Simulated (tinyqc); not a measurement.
From results back to parameters: Koster-Slater impurity in an sp3s* host.

Problem. In the Koster-Slater model a defect shifts the s level of its site by Vs and the p levels by Vp; an A1 level solves 1/Vs = G_s(E) and a T2 level 1/Vp = G_p(E), E from the top of the valence band. A defect has an A1 level at E = 0.8569 eV, one of the energies of the table, and a T2 level at 0.2856 eV.

G(E) of the host (1/eV):

| E (eV) | G_s | G_p |
|---|---|---|
| 0.0000 | -0.0721472 | 0.1024908 |
| 0.1428 | -0.0846661 | 0.0638252 |
| 0.2856 | -0.0989770 | 0.0365712 |
| 0.4285 | -0.1157621 | 0.0123510 |
| 0.5713 | -0.1360648 | -0.0114955 |
| 0.7141 | -0.1616485 | -0.0370306 |
| 0.8569 | -0.1959302 | -0.0671542 |
| 0.9998 | -0.2474189 | -0.1085253 |
| 1.1426 | -0.3696439 | -0.2051838 |

Find: Vs, Vp.

Solution. Read G_s and G_p at the two energies and invert them. Vs is attractive and pulls its level down from the conduction bands. Vp is repulsive and pushes its level up from the valence bands.

Vs, Vp (eV): -5.1  27.3

Computed by tinyqc, a small Python program: `OMP_NUM_THREADS=1 python tinyqc.py 1452024 1452025 out.jsonl` (the numbers bound the seed that draws the inputs); one thread of a shared host (Intel(R) Xeon(R) Processor @ 2.30GHz), about 0.01 s for the whole set of steps.
